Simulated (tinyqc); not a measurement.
Worked calculation: coherent transport through a tight-binding region between two chains. Computed by tinyqc, a small Python program that keeps every step. Settings: temperature = 77, mu = 0.21. Command: `OMP_NUM_THREADS=1 python tinyqc.py 25902 25903 out.jsonl` (the two numbers bound the seeds that draw the settings). One thread of a shared host (Intel(R) Xeon(R) Processor @ 2.60GHz), about 0.1 s of CPU time with the checks.

## Transmission at E = 0.58 eV

H of the central region (eV):
```
           1          2          3
1   0.000000  -1.230000   0.000000
2  -1.230000   1.160000  -1.960000
3   0.000000  -1.960000   0.000000
```

Leads: semi-infinite chains with site energy 0:
```
parameter                           value
lead hopping t (eV)              1.650000
coupling to the left lead (eV)   0.820000
coupling to the right lead (eV)  0.320000
left contact site                       1
right contact site                      3
```

E = 0.580000 eV

Surface Green function g = (E - i sqrt(4 t^2 - E^2)) / (2 t^2); self-energy tc^2 g on each contact site; G = (E - H - Sigma)^(-1); Gamma = -2 Im Sigma; T = Gamma_L Gamma_R |G_LR|^2; local density of states -Im G_ii / pi.

g = 0.106520-0.596626i 1/eV

G (1/eV):
```
                     1                    2                    3
1   1.037857-0.611989i   0.184444-0.085560i  -0.596728+0.358735i
2   0.184444-0.085560i  -0.104139-0.024794i   0.363640+0.046356i
3  -0.596728+0.358735i   0.363640+0.046356i   0.482085-0.211407i
```

local density of states (1/eV): 0.194802  0.007892  0.067293

transmission = 0.047526

## Transmission across the band

The same steps on a grid of energies.

T(E):
```
E (eV)              T
-3.13500000  0.000128
-2.82150000  0.000847
-2.50800000  0.004073
-2.19450000  0.027750
-1.88100000  0.660545
-1.56750000  0.124665
-1.25400000  0.060502
-0.94050000  0.056171
-0.62700000  0.076246
-0.31350000  0.140843
0.00000000   0.213454
0.31350000   0.103883
0.62700000   0.042101
0.94050000   0.021480
1.25400000   0.013338
1.56750000   0.009679
1.88100000   0.008107
2.19450000   0.008021
2.50800000   0.010382
2.82150000   0.028945
3.13500000   0.024741
```

levels of the isolated region (eV): -1.805561  0.000000  2.965561

## Current

I = (2e/h) int T(E) [f(E - mu - V/2) - f(E - mu + V/2)] dE at 77 K with mu = 0.21 eV, the bias not changing H; 2e^2/h = 77.48092 microsiemens; the integral runs over the band on 4001 points.

Current:
```
V (volt)  I (microampere)
0.010000         0.110340
0.050000         0.551897
0.100000         1.104984
0.200000         2.218206
0.400000         4.466319
0.800000         8.560457
```
